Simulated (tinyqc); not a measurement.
From gap to the next level back to exchange J2: Heisenberg spin cluster by exact diagonalisation: multiplets, susceptibility, level crossings. Computed by tinyqc, a small Python program. Command: `OMP_NUM_THREADS=1 python tinyqc.py 3003636 3003637 out.jsonl spincl inv`. One thread of a shared host (Intel(R) Xeon(R) Processor @ 2.30GHz), about 0.01 s of CPU time with the checks.

H = J1 sum S_i.S_j over the bonds 1-2, 2-3 + J2 sum over 1-3 - g mu_B B S_z; J > 0 is antiferromagnetic.

Inputs (values chosen for the exercise, for a model cluster): exchange J1 = 0.378 meV.

Cluster: triangle, two J1 bonds and one J2 bond. Spin s of each site: 0.5.

Method. Every multiplet has one member in the block S_z = 0.5; diagonalise it and read the total spin from <S^2> = S (S + 1).

Problem. A run gave the result below. Find the exchange J2, known to lie between 0.17 and 0.35 meV.

gap to the next level = 0.1817 meV

Solution.

Each step takes the trial c = (a f_b - b f_a)/(f_b - f_a), f being the result less the target and a, b, c the logarithms of the listed values; c replaces end b, the old b replaces a if the sign of f changed, and otherwise f_a is halved.

Scan of the range:

| exchange J2 (meV) | gap to the next level (meV) |
|---|---|
| 0.170 | 0.208 |
| 0.192 | 0.186 |
| 0.216 | 0.162 |
| 0.244 | 0.134 |
| 0.275 | 0.103 |
| 0.310 | 0.068 |
| 0.350 | 0.028 |

False position (Illinois rule, in the logarithm of the input) inside the bracket:

| step | end a | end b | trial | gap to the next level (meV) |
|---|---|---|---|---|
| 1 | 0.192000 | 0.216000 | 0.196095 | 0.181905 |
| 2 | 0.216000 | 0.196095 | 0.196290 | 0.181710 |
| 3 | 0.216000 | 0.196290 | 0.196309 | 0.181691 |
| 4 | 0.196290 | 0.196309 | 0.196300 | 0.181700 |
| 5 | 0.196309 | 0.196300 | 0.196300 | 0.181700 |

gap to the next level falls at every point of a 13-point scan of the range (every second point is shown), so one value fits; it is bracketed by 0.192 and 0.216. The scan shows a straight line, so linear interpolation between any two rows gives the answer at once. Answer: exchange J2 = 0.1963 meV.
